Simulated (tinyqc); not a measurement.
## Admittance spectroscopy of a deep trap: effect of the bias

Schottky contact on an n-type layer with shallow donors Nd (all ionised) and a donor-like deep trap, neutral when filled and positive when empty; depletion approximation. Traps within lam of the depletion edge stay filled. The traps at xt = W - lam, where the level crosses the Fermi level, follow a slow signal and not a fast one. w = 2 pi f.

Emission rate en = sn vth(T) Nc(T) exp(-Et/kB T) = sn g T^2 exp(-Et/kB T), g = vth Nc/(300 K)^2, as vth goes as T^0.5 and Nc as T^1.5 (degeneracy factor 1). lam = sqrt(2 eps0 eps_r (EF - ET)/(q Nd)), EF - ET = Et - (kB T/q) ln(Nc(T)/Nd), Nc(T) = Nc (T/300 K)^1.5. In the steady state at the band bending V, 2 eps0 eps_r V/q = Nd W^2 + Nt (W - lam)^2 (the second term only if W > lam). V = Vbi + Vr. C_HF = eps0 eps_r/W, C_LF = eps0 eps_r (Nd + Nt)/(Nd W + Nt xt). Inflection frequency w0 = 2 en [1 + Nt xt/(Nd W)]; C = C_HF + (C_LF - C_HF)/(1 + (w/w0)^2), G/w = (C_LF - C_HF)(w/w0)/(1 + (w/w0)^2).

Inputs (values chosen for the exercise); material values close to those of 4H silicon carbide: relative permittivity eps_r = 9.64; conduction-band density of states at 300 K Nc = 1.7e19 cm^-3; thermal velocity at 300 K vth = 1.9e7 cm/s; shallow donor density Nd = 1e17 cm^-3; built-in voltage Vbi = 1.03 V; depth of the trap below the conduction edge Et = 0.6 eV; capture cross-section sn = 2.1e-17 cm^2; trap density Nt = 1.5e16 cm^-3; temperature T = 426 K.

Constants: q = 1.602176634e-19 C, kB = 1.380649e-23 J/K, eps0 = 8.8541878128e-14 F/cm where lengths are in cm. Results are converted to the units shown.

Result of one run:
```
Vr (V)  W (nm)    xt/W  C_HF (nF/cm^2)  step (nF/cm^2)  step (% of C_HF)
0.9      140.4  0.5395           60.81           3.886             6.390
```

What becomes of these results when the reverse bias Vr is changed from 0.9 to 2.6 V, all else the same?

Result of the changed run:
```
Vr (V)  W (nm)    xt/W  C_HF (nF/cm^2)  step (nF/cm^2)  step (% of C_HF)
2.6      190.5  0.6607           44.80           2.074             4.630
```

The whole series:
```
Vr (V)  W (nm)    xt/W  C_HF (nF/cm^2)  step (nF/cm^2)  step (% of C_HF)
0        103.7  0.3764           82.34           7.290             8.853
0.9      140.4  0.5395           60.81           3.886             6.390
1.7      166.0  0.6105           51.43           2.752             5.352
2.6      190.5  0.6607           44.80           2.074             4.630
3.4      209.9  0.6920           40.67           1.703             4.186
4.3      229.6  0.7184           37.18           1.417             3.812
5.1      245.8  0.7370           34.73           1.234             3.553
6        262.7  0.7540           32.49           1.077             3.316
```

xt/W rises from 0.376 to 0.754 since lam stays at 64.6 nm, and the relative step falls from 8.85 to 3.32 %: the nearer xt lies to W in proportion, the less the traps add.

Numbers from tinyqc (`OMP_NUM_THREADS=1 python tinyqc.py 2050152 2050153 out.jsonl`; about 0.01 s on one thread of a shared Intel Xeon 2.30GHz).
